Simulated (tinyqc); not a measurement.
Competing polymorphs of an oxide film: bulk, surface, grain-boundary, dopant and field terms: one step, computed by the program tinyqc.

Phases: monoclinic m (reference), polar orthorhombic o, tetragonal t. Free energies per formula unit (f.u.); 1 J/m^2 x angstrom^3/nm = 6.241509 meV.

Task: Free energies of the grain. Area per volume: A = 2/h + f_b/R (two free faces; the side wall 2/R is shared by two grains and carries f_b gamma); G = b + gamma Omega A.

Inputs (values chosen for the exercise, for a model oxide):

| quantity | value | unit |
|---|---|---|
| surface energy of m | 3.36 | J/m^2 |
| surface energy of o | 2.79 | J/m^2 |
| surface energy of t | 2.6 | J/m^2 |
| grain-boundary energy over surface energy | 0.74 | - |
| volume per formula unit Omega | 33.3 | angstrom^3 |
| film thickness h | 4 | nm |
| grain radius R | 22 | nm |
| temperature T | 1100 | K |

Geometry: columnar grains in a film.

b (meV/f.u.): m 0.000, o 71.398, t 26.000

Give: area per volume A; G less G(m); G(o) - G(m); G(t) - G(o).

Result:

area per volume A = 0.53364 1/nm

G less G(m) (meV/f.u.): m 0.000, o 8.178, t -58.293

G(o) - G(m) = 8.1781 meV/f.u.

G(t) - G(o) = -66.471 meV/f.u.

The lowest phase is t, by 58.3 meV/f.u. over m, whereas the bulk terms alone favour m. Caution: this is an equilibrium ranking; real films often keep the phase that nucleates first on cooling from t.
